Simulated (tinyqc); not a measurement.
Potential-pH (Pourbaix) lines of a metal, its cation, its oxide and an oxyanion, with a complexing ligand: one step, computed by the program tinyqc. Command: `OMP_NUM_THREADS=1 python tinyqc.py 3015571 3015572 out.jsonl pourb walk`. One thread of a shared host (Intel(R) Xeon(R) Processor @ 2.30GHz), about 0.02 s of CPU time with the checks.

Potentials are against the standard hydrogen electrode; solids and water have unit activity; dG_f of M, H+ and the electron is zero; F = e N_A and s = R T ln(10)/F. The cation carries z = 2.

Question. Mixed potential with oxygen reduction. Anodic i = i0a 10^((E - E_a)/b_a) with E_a the cation line with ligand; cathodic i = i0c 10^((E_c - E)/b_c) with E_c the oxygen line; supply caps the cathodic current, 1/i_c = 1/i(Tafel) + 1/i_L. E_corr makes the two currents equal. Without the cap it would be [b_c E_a + b_a E_c + b_a b_c log10(i0c/i0a)]/(b_a + b_c). Rate = i V_m/(z F). Films are left out.

Inputs (values chosen for the exercise, modelled on iron): temperature T = 298.15 K; limiting current density i_L = 0.00052 A/cm^2; molar volume V_m = 7.09 cm^3/mol.

Species: M, M2+, MO, MO2(2-).

exchange current densities, metal and cathodic (A/cm^2): 3.4e-06  3.4e-11

Tafel slopes, anodic and cathodic (mV/decade): 60  130

cation line with ligand = -0.6318216 V

oxygen line = 1.116489 V

Constants: e = 1.602176634e-19 C; N_A = 6.02214076e+23 1/mol.

Give: E_corr without the cap; corrosion potential E_corr; corrosion current density; i/i_L; etch rate.

Answer.

E_corr without the cap = -0.2850 V

corrosion potential E_corr = -0.5008 V

corrosion current density = 5.200e-04 A/cm^2

i/i_L = 1.0000

etch rate = 11.46 nm/min

The current sits at the supply limit: stirring or more oxidant, not the ligand, sets the rate. Caution: other oxidation states, hydroxides and hydrides are left out, and the lines say nothing of rates. Caution: E_corr lies below the hydrogen line, so hydrogen evolution, left out here, adds cathodic current.
